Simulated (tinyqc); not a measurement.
Raising U: Hubbard chain of 2 sites, mean field against exact. Computed by the program tinyqc. 

one-body matrix (hopping and site energies) (eV):
```
,1,2
1,0.0000,-1.9800
2,-1.9800,0.0000
```

electrons, up and down: 1  1

Collinear unrestricted mean field (the lowest of 40 random starts) against exact diagonalisation.

Exact and mean-field results (eV):
```
U,U/t,E exact,E mean field,mean |n_up - n_down|,"double occupancy, exact",first gap in the sector
0.990,0.500,-3.49582,-3.46500,0.000,0.219,3.496
1.980,1.000,-3.09187,-2.97000,0.000,0.189,3.092
3.960,2.000,-2.44741,-1.98000,5.18e-04,0.138,2.447
5.940,3.000,-1.98000,-1.32000,0.745,0.100,1.980
7.920,4.000,-1.64029,-0.99000,0.866,0.073,1.640
11.880,6.000,-1.19899,-0.66000,0.943,0.042,1.199
15.840,8.000,-0.93483,-0.49500,0.968,0.026,0.935
23.760,12.000,-0.64262,-0.33000,0.986,0.013,0.643
39.600,20.000,-0.39212,-0.19800,0.995,4.85e-03,0.392
```

In absolute terms mean field is worst at U/t = 3.0, 0.660 eV too high: at small U it is nearly exact, and at large U it misses only exchange-scale energies. For the symmetric dimer the instability lies at U = 2t. Its local moments set in at U/t = 3.0 of those listed, a broken symmetry that the exact state of a finite cluster with equal spins does not have. Relative to the exact energy its error is 0.9 % at the smallest U, 50 % at most and 50 % at the largest. The double occupancy falls from 0.219 to 0.005; at the largest U the first gap is 0.99 times the exchange scale 4t^2/U.
